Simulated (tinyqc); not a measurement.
Specific resistance of a metal-semiconductor contact and its transmission-line measurement: one step, computed by the program tinyqc.

The barrier is parabolic (depletion approximation), energies E are normal energies counted from the band edge in the neutral semiconductor (downwards for holes), and the bias is zero. xi is an input, held fixed when other inputs move.

Task: Current crowding. Transmission-line model: transfer length L_T = sqrt(rho_c/R_sh); R_c = (R_sh L_T/W) coth(d/L_T). Limits: rho_c/(W d) for d << L_T, sqrt(rho_c R_sh)/W for d >> L_T.

Inputs (values chosen for the exercise, modelled on n-type 4H-SiC):

| quantity | value | unit |
|---|---|---|
| temperature T | 500 | K |
| sheet resistance R_sh | 11000 | ohm |
| contact length d | 15 | micrometre |
| contact width W | 73 | micrometre |

Image-force lowering: left out.

specific contact resistance rho_c = 61.66622 ohm cm^2

Give: transfer length L_T; d/L_T; contact resistance R_c; R_c W; short-contact limit; long-contact limit.

Result:

transfer length L_T = 748.73 micrometre

d/L_T = 0.020034

contact resistance R_c = 5.6324e+06 ohm

R_c W = 4.1116e+08 ohm micrometre

short-contact limit = 5.6316e+06 ohm

long-contact limit = 1.1282e+05 ohm

The contact is short: the whole area carries current, and R_c scales as 1/d.
